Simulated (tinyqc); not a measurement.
Through the transition: BHZ model on a square lattice (one spin block).

h(k) = e0 + d.s with s the Pauli matrices in the basis (E, H), k in units of 1/a: dx = (A/a) sin kx, dy = (A/a) sin ky, dz = M - (2B/a^2)(2 - cos kx - cos ky), e0 = -(2D/a^2)(2 - cos kx - cos ky). The other spin block is h*(-k). For small k this is the continuum model with dz = M - B k^2.

Inputs chosen for the exercise (of the size used for thin Bi2Se3 films; the results hold for these values, not for the real material):
- A = 2.59 eV angstrom
- B = -18.4 eV angstrom^2
- D = -5.2 eV angstrom^2
- a = 15 angstrom (grid spacing)

M is varied. Direct gap at Gamma 2|M|; smallest direct gap on kx = 0 to 1 in steps of 0.01; nu = 1 for M/B > 0, else 0; middle gap of a ribbon of 40 rows at kx = 0 (block (A/a) sy/(2i) + (B/a^2) sz + D/a^2 between rows, hard walls).

Against M (meV):
```
M    2|M|  smallest direct gap  nu  ribbon gap
-40  80.0                80.00   1       0.006
-25  50.0                50.00   1       0.221
-15  30.0                30.00   1       1.646
-8   16.0                16.00   1       5.136
-3    6.0                 6.00   1       9.752
3     6.0                 6.00   0      17.512
8    16.0                16.00   0      25.270
15   30.0                30.00   0      37.268
30   60.0                60.00   0      65.049
```

What does the comparison show, and why?

With B < 0, negative M is inverted. There edge states cross the bulk gap: the ribbon gap is 0.221 against 50.0 meV at M = -25 meV, and 9.752 against 6.0 at -3 meV, where the edge states overlap across the whole ribbon and confinement rules, while for positive M confinement raises it above 2|M| (37.27 against 30 meV at M = 15 meV). The smallest direct gap stays at Gamma on all rows.

tinyqc: `OMP_NUM_THREADS=1 python tinyqc.py 1482728 1482729 out.jsonl`; about 0.1 s, one thread, shared Intel(R) Xeon(R) Processor @ 2.30GHz.
